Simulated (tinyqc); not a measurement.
From total concentration back to growth condition x: formation energy of a charged point defect from supercell energies. Computed by tinyqc, a small Python program. Command: `OMP_NUM_THREADS=1 python tinyqc.py 3000087 3000088 out.jsonl formation inv`. One thread of a shared host (Intel(R) Xeon(R) Processor @ 2.30GHz), about 0.02 s of CPU time with the checks.

The host is a compound AB. Making the defect adds n_A = 0, n_B = -1, n_X = 1 atoms to the cell. All total energies are inputs. E_F is counted from the valence-band maximum (VBM); x = 0 is A-rich and x = 1 B-rich growth.

Inputs (values chosen for the exercise, with gap and screening modelled on ZnSe):

| quantity | value | unit |
|---|---|---|
| gap E_g | 2.72 | eV |
| E_VBM of the host cell | 3.995 | eV |
| potential alignment dV | -0.12 | eV |
| dielectric constant eps | 8.77 | - |
| cell length L | 13.3 | angstrom |
| mu_B of the pure element | -4.63 | eV |
| formation enthalpy dH of AB | -1.42 | eV |
| Fermi level E_F | 2.14 | eV |
| temperature T | 800 | K |
| site density N_s | 1.8e+22 | cm^-3 |
| mu_X of the pure element | -2.261 | eV |
| formation enthalpy of AX | -0.35 | eV |

Defect: impurity X on a B site. Supercell lattice: sc.

charge states q: 3  2  1  0

E(defect, q) - E(host), in the order of q (eV): -9.98  -3.787  1.154  7.486

Constants: e^2/(4 pi eps_0) = 14.39964548 eV angstrom; k_B = 8.617333262e-05 eV/K.

Method:
- dmu_A = x dH and dmu_B = (1 - x) dH, so that dmu_A + dmu_B = dH; mu = mu(element) + dmu. The impurity is held at its solubility limit: dmu_X = min(0, dH(AX) - dmu_A).
- The reservoir term is sum n_i mu_i.
- Image-charge correction of a point charge in a neutralising background: E_corr = q^2 alpha e^2/(4 pi eps_0) / (2 eps L), alpha = 2.837297 for a sc array with L the cube root of the volume.
- E_f(q, E_F) = [E(defect, q) - E(host)] - sum n_i mu_i + q (E_VBM + dV + E_F) + E_corr(q).
- E_f(q, E_F) = E_f(q, 0) + q E_F.
- c_q = N_s exp(-E_f(q, E_F)/k_B T), with all degeneracy factors one and no vibrational entropy.

Task: A run gave the result below. Find the growth condition x, known to lie between 0.47 and 0.83.

total concentration = 1.100971e-07 cm^-3

Result:

Each step takes the trial c = (a f_b - b f_a)/(f_b - f_a), f being the result less the target and a, b, c the logarithms of the listed values; c replaces end b, the old b replaces a if the sign of f changed, and otherwise f_a is halved.

Scan of the range:

| growth condition x | total concentration (cm^-3) |
|---|---|
| 0.470 | 5.08946e-05 |
| 0.517 | 1.93299e-05 |
| 0.568 | 6.76087e-06 |
| 0.625 | 2.08979e-06 |
| 0.687 | 5.82741e-07 |
| 0.755 | 1.43607e-07 |
| 0.830 | 3.06375e-08 |

False position (Illinois rule, in the logarithm of the input) inside the bracket:

| step | end a | end b | trial | total concentration (cm^-3) |
|---|---|---|---|---|
| 1 | 0.755000 | 0.830000 | 0.776511 | 9.22035e-08 |
| 2 | 0.755000 | 0.776511 | 0.765326 | 1.16091e-07 |
| 3 | 0.776511 | 0.765326 | 0.768118 | 1.09605e-07 |
| 4 | 0.765326 | 0.768118 | 0.767905 | 1.10085e-07 |
| 5 | 0.765326 | 0.767905 | 0.767895 | 1.10109e-07 |
| 6 | 0.767905 | 0.767895 | 0.767900 | 1.10097e-07 |
| 7 | 0.767895 | 0.767900 | 0.767900 | 1.10097e-07 |

Total concentration falls at every point of a 13-point scan of the range (every second point is shown), so one value fits; it is bracketed by 0.755 and 0.830. Answer: growth condition x = 0.7679.

Caution: the largest image-charge correction in these energies, q^2 alpha e^2/(8 pi eps_0 eps L) with alpha = 2.837297, exceeds a quarter of the gap; the point-charge term alone is then a rough estimate, usually too large for a charge that is spread out.
